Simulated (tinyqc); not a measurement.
Inside a calculation. Model: carrier lifetime of an n-type layer with SRH, radiative, Auger and surface recombination.

Program tinyqc, `OMP_NUM_THREADS=1 python tinyqc.py 2300136 2300137 out.jsonl`; Intel Xeon 2.30GHz, shared host, one thread, about 0.01 s. Printed values are rounded.

Uniform excess density dn = dp (no trapping), n = n0 + dn, p = p0 + dn, Boltzmann statistics, full ionisation. Surfaces enter as a rate 2 S dn/d, which holds while diffusion to them is fast.

Values chosen for this exercise; band and dielectric values close to those of silicon:
- T = 250 K (temperature)
- Eg = 1.11 eV (band gap)
- Nc = 2.09e19 cm^-3 (conduction-band density of states at T)
- Nv = 1.99e19 cm^-3 (valence-band density of states at T)
- B = 4.76e-15 cm^3/s (radiative coefficient)
- N = 1.5e16 cm^-3 (donor density)
- Cn = 2.6e-31 cm^6/s (Auger coefficient (two electrons))
- Cp = 1.4e-31 cm^6/s (Auger coefficient (two holes))
- Nt = 8.7e11 cm^-3 (trap density)
- sn = 1e-15 cm^2 (capture cross-section for electrons)
- sp = 5e-15 cm^2 (capture cross-section for holes)
- vth = 2.4e7 cm/s (thermal velocity (both carriers))
- Et = 0.84 eV (trap level below the conduction band)
- S = 300 cm/s (surface recombination velocity (both faces))
- d = 7 um (sample thickness)
- G = 6.3e20 cm^-3 s^-1 (generation rate)

Constants: q = 1.602176634e-19 C, kB = 1.380649e-23 J/K, Vt = kB T/q. Results are converted to the units shown.

## Equilibrium densities and SRH constants

ni = sqrt(Nc Nv) exp(-Eg/(2 Vt)), Eg in volts; majority density N/2 + sqrt(N^2/4 + ni^2), n0 p0 = ni^2; n1 = Nc exp(-Et/Vt), p1 = Nv exp((Et - Eg)/Vt); tn0 = 1/(sn vth Nt), tp0 = 1/(sp vth Nt).

ni = 1.32188e8 cm^-3
n0 = 1.5e16 cm^-3
p0 = 1.16491 cm^-3
n1 = 243.496 cm^-3
p1 = 7.17617e13 cm^-3
tn0 = 4.78927e-5 s
tp0 = 9.57854e-6 s

## Starting value

dn = 1e14 cm^-3.

dn at the start = 1e14 cm^-3

## Iteration 1: new dn

With e = n p - ni^2 = dn (n0 + p0 + dn): U_SRH = e/(tp0 (n + n1) + tn0 (p + p1)), U_rad = B e, U_Aug = (Cn n + Cp p) e, U_s = 2 S dn/d. Substitution: tau = dn/U with U the sum, dn(new) = G tau.

U_SRH = 9.87818e18 cm^-3 s^-1
U_rad = 7.18760e15 cm^-3 s^-1
U_Aug = 5.94940e15 cm^-3 s^-1
U_s = 8.57143e19 cm^-3 s^-1
tau = 1.04596e-6 s
dn after iteration 1 = 6.58957e14 cm^-3

## Iteration 2: new dn

As before.

U_SRH = 5.57803e19 cm^-3 s^-1
U_rad = 4.91165e16 cm^-3 s^-1
U_Aug = 4.29623e16 cm^-3 s^-1
U_s = 5.64820e20 cm^-3 s^-1
tau = 1.06165e-6 s
dn after iteration 2 = 6.68838e14 cm^-3

## Iteration 3: new dn

As before.

U_SRH = 5.64791e19 cm^-3 s^-1
U_rad = 4.98844e16 cm^-3 s^-1
U_Aug = 4.36754e16 cm^-3 s^-1
U_s = 5.73290e20 cm^-3 s^-1
tau = 1.06188e-6 s
dn after iteration 3 = 6.68984e14 cm^-3

## Course of the iteration

Stop when the step is below 1e-10 of the value, or after 40 iterations.

Course of the iteration:
```
iteration  dn before the step (cm^-3)  step (cm^-3)
1                                1e14       5.59e14
2                          6.58957e14       9.88e12
3                          6.68838e14       1.46e11
4                          6.68984e14        2.15e9
5                          6.68986e14        3.17e7
6                          6.68986e14        4.68e5
7                          6.68986e14          6890
```

Converged in 7 iterations. At the solution d ln U/d ln dn = 0.99, so the logarithmic slope of the map is 1 - 0.99 = 0.01; its size is below 1, so substitution contracts.

## Lifetime, shares and quasi-Fermi splitting

converged dn = 6.68986e14 cm^-3

With e = n p - ni^2 = dn (n0 + p0 + dn): U_SRH = e/(tp0 (n + n1) + tn0 (p + p1)), U_rad = B e, U_Aug = (Cn n + Cp p) e, U_s = 2 S dn/d. tau = dn/U, shares of U, splitting Vt ln(n p/ni^2), radiative efficiency U_rad/U.

tau = 1.06188e-6 s
shares (%): SRH 8.9666, radiative 0.0079, Auger 0.0069, surface 91.0186
quasi-Fermi splitting = 0.733072 V

Surface recombination takes the largest share. dn is 0.045 times the doping: low injection.
